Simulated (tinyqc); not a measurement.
# Worked calculation: MESFET, gradual channel with velocity saturation

Computed by the program tinyqc: `OMP_NUM_THREADS=1 python tinyqc.py 2500048 2500049 out.jsonl`, one thread of a shared Intel Xeon 2.30GHz, about 0.04 s for the whole run. Printed values are rounded.

A uniformly doped n-type channel, depleted from the top by a Schottky gate; at channel potential V the depleted share of a is u = sqrt((Vbi - Vg + V)/Vp), s at the source. Electrons drift with v = mu E/(1 + mu E/vsat). Abrupt depletion edge, no series resistance, source at 0.

Values chosen for this exercise; material values close to those of silicon: temperature T = 293 K; relative permittivity of the semiconductor eps_r = 11.5; conduction-band density of states at T Nc = 2.71e19 cm^-3; donor density of the channel Nd = 4e16 cm^-3; channel thickness a = 240 nm; low-field mobility at this doping mu = 690 cm^2/(V s); saturation velocity vsat = 1.5e7 cm/s; gate length L = 1 um; gate width W = 50 um; Schottky barrier phiB = 0.81 V; gate voltage Vg = 0 V; drain voltage Vd = 0.64 V.

Constants: q = 1.602176634e-19 C, kB = 1.380649e-23 J/K, Vt = kB T/q, eps0 = 8.8541878128e-14 F/cm where lengths are in cm. Results are converted to the units shown.

## Built-in and pinch-off voltages

Vbi = phiB - Vt ln(Nc/Nd); Vp = q Nd a^2/(2 eps0 eps_r); G0 = q mu Nd a W/L; Z = mu Vp/(vsat L); s = sqrt((Vbi - Vg)/Vp). VT = Vbi - Vp.

Vbi = 0.645418 V
Vp = 1.81266 V
VT = -1.16724 V
G0 = 5.30641 mS
Z = 0.833824
s = 0.596709

Z = 0.834: velocity saturation matters.

## Current below saturation

u = sqrt((Vbi - Vg + Vd)/Vp). I = (G0 Vp/3) F/(1 + Z (u^2 - s^2)), F = 3 (u^2 - s^2) - 2 (u^3 - s^3), with u at V = Vd; Z = 0 gives constant mobility, for which u stops at 1.

u = 0.842101
F = 0.289823
I for Z = 0 = 0.929241 mA
I = 0.717893 mA

The falling mobility lowers the current by 22.7 %.

## Iteration 1: the saturation point by Newton steps

u at the start = 1

a is the channel (half-)thickness, Vp its pinch-off voltage and Z = mu Vp/(vsat L); an iterate with u > 1 is an overshoot, not a physical state. f = (1 - u)(1 + Z (u^2 - s^2)) - Z F/3, F = 3 (u^2 - s^2) - 2 (u^3 - s^3); f' = -(1 + Z (u^2 - s^2)); u(new) = u - f/f'.

f = -0.0991544
f' = -1.53693
u after iteration 1 = 0.935485

## Iteration 2: the saturation point by Newton steps

As before.

f = -0.00339584
f' = -1.43281
u after iteration 2 = 0.933115

## Course of the iteration: the saturation point by Newton steps

Stop when u changes by less than 1e-10, or after 60 iterations.

Course of the iteration:
```
iteration         u  |change|
1          0.935485    0.0645
2          0.933115   2.37e-3
3          0.933112   3.06e-6
4          0.933112  5.11e-12
```

Converged in 4 iterations. At the end the number of correct digits about doubles with each step.

## Saturation voltage, current and transconductance

um = 0.933112

Vdsat = Vp (um^2 - s^2); Isat = (G0 Vp/Z)(1 - um), which is q Nd vsat a W (1 - um); gm = G0 (um - s)/(1 + Z (um^2 - s^2)). For Z = 0: Vdsat = Vp (1 - s^2), Isat = (G0 Vp/3)(1 - 3 s^2 + 2 s^3), gm = G0 (1 - s).

Vdsat = 0.932862 V
Isat = 0.771594 mA
gm = 1.24909 mS
Vdsat for Z = 0 = 1.16724 V
Isat for Z = 0 = 1.14381 mA
gm for Z = 0 = 2.14003 mS

The current saturates with 6.69 % of the channel still open at the drain, at 0.675 of the constant-mobility current.
